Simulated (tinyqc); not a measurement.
Band gaps under pressure and temperature from deformation potentials: sweeps and comparisons. A value that a table varies takes the place of the one given here.

Murnaghan: V/V0 = (1 + Bp P/B0)^(-1/Bp), B0 = (C11 + 2 C12)/3. Each gap moves by a ln(V/V0) with its volume potential a, and falls with temperature by aV T^2/(T + bV) (Varshni); the two effects are added. No change of phase is considered.

Constants: hc = 1239.841984 eV nm.

Parameters, chosen for this exercise (near those of Ge, the X and L potentials typical of such crystals; not measured data):
- Eg = 0.911 eV (gap at Gamma to the s-like level at 0 K, 0 GPa)
- EgX = 0.936 eV (gap to X at 0 K, 0 GPa)
- EgL = 0.755 eV (gap to L at 0 K, 0 GPa)
- C11 = 128.9 GPa
- C12 = 48.6 GPa
- Bp = 4.49 (pressure derivative of the bulk modulus)
- aG = -9.32 eV (volume potential of the Gamma gap)
- aX = 1.39 eV (volume potential of the X gap)
- aL = -2.86 eV (volume potential of the L gap)
- aV = (0.563, 0.492, 0.494) meV/K (Varshni alpha of Gamma, X, L)
- bV = (314, 227, 238) K (Varshni beta of Gamma, X, L)
- T = 400 K (temperature)
- P = 1.4 GPa (pressure)

## Gaps against pressure

The last column is the linear form E0 + c1 P for Gamma, c1 = -aG/B0.

Gaps (eV):
```
P (GPa),ln(V/V0),Gamma,X,L,lowest,"Gamma, linear"
0.00,0.0000,0.785,0.810,0.631,L,0.785
1.00,-0.0129,0.905,0.793,0.668,L,0.908
2.00,-0.0251,1.019,0.776,0.703,L,1.032
3.00,-0.0366,1.126,0.760,0.736,L,1.156
4.00,-0.0476,1.229,0.744,0.767,X,1.279
5.00,-0.0581,1.326,0.730,0.797,X,1.403
6.00,-0.0681,1.419,0.716,0.826,X,1.527
7.00,-0.0776,1.508,0.703,0.853,X,1.650
8.00,-0.0868,1.594,0.690,0.879,X,1.774
```

How do the results move?

Over 8 GPa Gamma moves by +0.809, L by +0.248 and X by -0.121 eV. The lowest valley changes: L to X between 3.00 and 4.00 GPa, and the fundamental gap peaks at 0.744 eV on these points. The linear form overshoots by 180 meV at the end, because the crystal stiffens; the gap is linear in ln V, not in P.

## Gaps against temperature

At the pressure P; wavelength hc/E of the lowest gap.

Gaps (eV):
```
T (K),Gamma,X,L,lowest,wavelength (nm)
0,1.0773,0.9112,0.8060,L,1538.2
50,1.0734,0.9068,0.8017,L,1546.4
100,1.0637,0.8962,0.7914,L,1566.6
200,1.0335,0.8651,0.7609,L,1629.4
300,0.9948,0.8272,0.7234,L,1713.9
400,0.9511,0.7856,0.6821,L,1817.6
500,0.9044,0.7420,0.6387,L,1941.2
600,0.8555,0.6970,0.5938,L,2088.0
```

How do the results move?

From 0 to 100 K the Gamma gap falls by 13.6 meV, from 500 to 600 K by 48.8 meV: quadratic below bV, linear with a slope tending to aV = 0.563 meV/K above. L stays lowest. A pressure of 0.67 GPa, with the slope -aG/B0 at zero pressure, would undo the fall of the Gamma gap from 0 to 300 K.

## What each parameter does

Gaps at P and T. Each row changes one parameter from the base and keeps the others.

Results:
```
case,Gamma (eV),X (eV),L (eV)
base,0.9511,0.7856,0.6821
T = 450 K,0.9281,0.7640,0.6606
C11 = 141.79 GPa,0.9425,0.7869,0.6795
C12 = 53.46 GPa,0.9445,0.7866,0.6801
Bp = 4.939,0.9505,0.7857,0.6819
aG = -10.252 eV,0.9678,0.7856,0.6821
aX = 1.251 eV,0.9511,0.7881,0.6821
aL = -3.146 eV,0.9511,0.7856,0.6872
P = 1.54 GPa,0.9670,0.7833,0.6870
```

What can be read from the table?

The largest shifts from the base row, up to three for each result and ties (the steps differ in size, so this ranks the rows, not the parameters). Gamma (eV): T -0.0231, aG +0.0166, P +0.0159; unchanged at the printed digits by aX and aL. X (eV): T -0.0216, aX +0.0025, P -0.0024; unchanged at the printed digits by aG and aL. L (eV): T -0.0215, aL +0.0051, P +0.0049; unchanged at the printed digits by aG and aX.

tinyqc: `OMP_NUM_THREADS=1 python tinyqc.py 1050952 1050953 out.jsonl`; about 0.01 s, one thread, shared Intel(R) Xeon(R) Processor @ 2.30GHz.
